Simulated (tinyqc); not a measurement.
Worked calculation: Hueckel theory of the pi electrons with the omega technique, for the molecule O=c1cccccc1 (SMILES; centres numbered as the heavy atoms are written). One step of it, computed by the program tinyqc.

Task: Energy, charges, bond orders. E = sum n x; q_r = z_r - P_rr; bond order p = P_rs; free valence = sqrt(3) - sum of p over the bonds of the atom.

final x values: 2.196423  1.573767  1.319615  0.491468  -0.375250  -0.614194  -1.728543  -1.863285

occupations: 2.000000  2.000000  2.000000  2.000000  0.000000  0.000000  0.000000  0.000000

final P:
```
           1O         2C         3C         4C         5C         6C         7C         8C
1O   1.530061   0.669272  -0.189915  -0.254183   0.186758   0.186758  -0.254183  -0.189915
2C   0.669272   0.901582   0.491695   0.096851  -0.141601  -0.141601   0.096851   0.491695
3C  -0.189915   0.491695   0.933430   0.735990   0.079628  -0.307503  -0.133837   0.239259
4C  -0.254183   0.096851   0.735990   0.923509   0.570581   0.085489  -0.166423  -0.133837
5C   0.186758  -0.141601   0.079628   0.570581   0.927240   0.711342   0.085489  -0.307503
6C   0.186758  -0.141601  -0.307503   0.085489   0.711342   0.927240   0.570581   0.079628
7C  -0.254183   0.096851  -0.133837  -0.166423   0.085489   0.570581   0.923509   0.735990
8C  -0.189915   0.491695   0.239259  -0.133837  -0.307503   0.079628   0.735990   0.933430
```

Centres:
```
centre  z_r, pi electrons of the neutral centre         h
1O                                            1  1.000000
2C                                            1  0.000000
3C                                            1  0.000000
4C                                            1  0.000000
5C                                            1  0.000000
6C                                            1  0.000000
7C                                            1  0.000000
8C                                            1  0.000000
```

Bonds:
```
i  j         k
1  2  1.000000
2  3         1
3  4         1
4  5         1
5  6         1
6  7         1
7  8         1
8  2         1
```

Give: pi energy = 8 alpha + this times beta; pi charges; Bond orders and lengths from R = 1.517 - 0.180 p; free valence of the carbons; gap between the highest filled and the next level.

Result:

pi energy = 8 alpha + this times beta = 11.1625

pi charges: 1O -0.5301, 2C 0.0984, 3C 0.0666, 4C 0.0765, 5C 0.0728, 6C 0.0728, 7C 0.0765, 8C 0.0666

Bond orders and lengths from R = 1.517 - 0.180 p (angstrom, C-C alone):
```
bond       p       R
1-2   0.6693       -
2-3   0.4917  1.4285
3-4   0.7360  1.3845
4-5   0.5706  1.4143
5-6   0.7113  1.3890
6-7   0.5706  1.4143
7-8   0.7360  1.3845
8-2   0.4917  1.4285
```

free valence of the carbons: 2C 0.0794, 3C 0.5044, 4C 0.4255, 5C 0.4501, 6C 0.4501, 7C 0.4255, 8C 0.5044

gap between the highest filled and the next level = 0.8667 |beta|
